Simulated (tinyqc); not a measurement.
# On-chip interconnect, size-dependent resistivity and RC delay: what changes with what

A rectangular line between two neighbours and two ground planes. Surface and grain-boundary scattering are added to the bulk resistivity as corrections; capacitances are parallel-plate values without fringing; inductance is ignored.

Parameters, values chosen for the exercise; metal values close to those of copper:
```
symbol,value,unit,meaning
rho0,1.65,uohm cm,bulk resistivity
lam,39.9,nm,bulk mean free path
ps,0,,specular share of surface scattering
Rg,0.28,,reflection coefficient of grain boundaries
gr,1.5,,grain size over the metal width
wd,21,nm,drawn line width
AR,2.5,,"aspect ratio, height over width"
tl,1.2,nm,"liner on both walls and the bottom, not conducting"
sp,25,nm,space to the neighbouring lines
hd,44,nm,dielectric height to the planes above and below
ek,3,,relative permittivity of the dielectric
Mf,1,,Miller factor of the neighbours
Rd,420,ohm,driver resistance
Cl,0.13,fF,load capacitance
rho2,5.14,uohm cm,bulk resistivity of the second metal (close to molybdenum)
lam2,11.1,nm,mean free path of the second metal
tl2,0,nm,liner of the second metal
```

Constants: eps0 = 8.8541878128e-12 F/m. Results are converted to the units shown.

Each table varies one quantity; the others keep the values above.

## Delay against the line length

Metal width x = wd - 2 tl, height y = AR wd - tl; grain boundaries (Mayadas-Shatzkes): al = (lam/(gr x)) Rg/(1 - Rg), g = 1/[1 - 3 al/2 + 3 al^2 - 3 al^3 ln(1 + 1/al)] - 1; surfaces (Fuchs-Sondheimer, thick limit): s = (3/8) lam (1 - ps)(1/x + 1/y); rho = rho0 (1 + g + s); r = rho/(x y); c = eps0 ek (2 wd/hd + 2 Mf AR wd/sp). Elmore delay tE = Rd (c Lw + Cl) + r Lw (c Lw/2 + Cl); t50 is the time at which the far end of a ladder of 30 pi sections (half capacitances at both ends, Cl at the far end, a step applied through Rd) reaches half the step; line share r Lw/(Rd + r Lw); estimate 0.69 Rd (c Lw + Cl) + 0.38 r c Lw^2 + 0.69 r Lw Cl.

The same in every row: rho (uohm cm) = 4.741; r (ohm/um) = 49.69; c (fF/um) = 0.1369.

Delay against the line length:
```
Lw (um),tE (ps),t50 (ps),estimate (ps),line share of the resistance (%)
1,0.1220,0.08521,0.08439,10.58
3,0.2771,0.1966,0.1933,26.19
7,0.6690,0.4839,0.4733,45.30
20,2.694,2.001,1.954,70.29
50,11.76,8.854,8.707,85.54
100,40.47,30.60,30.30,92.21
400,569.9,431.6,431.3,97.93
1000,3465,2625,2629,99.16
3000,3.080e4,2.333e4,2.340e4,99.72
```

As Lw goes from 1 to 3000, r stays at 49.7 ohm/um, c stays at 0.137 fF/um and t50 rises from 0.0852 to 23300 ps. t50/tE lies between 0.699 and 0.757, and the estimate is within 2.3 % of t50. The delay goes as Lw^(0.76) for the shortest lines and Lw^(1.99) for the longest; the line resistance equals Rd at 8.45 um.

## Two metals against line width

Metal width x = wd - 2 tl, height y = AR wd - tl; grain boundaries (Mayadas-Shatzkes): al = (lam/(gr x)) Rg/(1 - Rg), g = 1/[1 - 3 al/2 + 3 al^2 - 3 al^3 ln(1 + 1/al)] - 1; surfaces (Fuchs-Sondheimer, thick limit): s = (3/8) lam (1 - ps)(1/x + 1/y); rho = rho0 (1 + g + s); r = rho/(x y). The second metal has rho2, lam2 and tl2 in place of rho0, lam and tl; ps, Rg, gr and AR are shared.

Two metals against line width:
```
wd (nm),"rho, first (uohm cm)","rho, second (uohm cm)","r, first (ohm/um)","r, second (ohm/um)",ratio second/first
5,22.18,15.26,7550,2442,0.3234
6.5,14.95,12.95,2423,1226,0.5058
8,11.52,11.50,1094,718.6,0.6566
10,9.010,10.24,498.1,409.5,0.8221
13,6.988,9.073,210.6,214.7,1.020
17,5.562,8.156,92.25,112.9,1.224
22,4.587,7.476,43.50,61.78,1.420
30,3.752,6.858,18.42,30.48,1.655
45,3.024,6.288,6.377,12.42,1.948
70,2.522,5.880,2.147,4.800,2.236
120,2.155,5.573,0.6132,1.548,2.525
```

The resistivity of the first metal falls from 22.2 to 2.15 uohm cm and that of the second goes from 15.3 to 5.57 uohm cm as the line widens. The products rho0 lam, which set the size effect, are 65.8 and 57.1 uohm cm nm. The two resistances cross at wd = 12.7 nm: below it the second metal gives the lower line resistance. For widths well under the mean free path the thick-limit surface term is only a guide.

Range of the model: The metal width is under the mean free path, where the thick-limit surface term and the simple sum of corrections lose accuracy.

Numbers from tinyqc (`OMP_NUM_THREADS=1 python tinyqc.py 2100064 2100065 out.jsonl`; about 0.01 s on one thread of a shared Intel Xeon 2.30GHz).
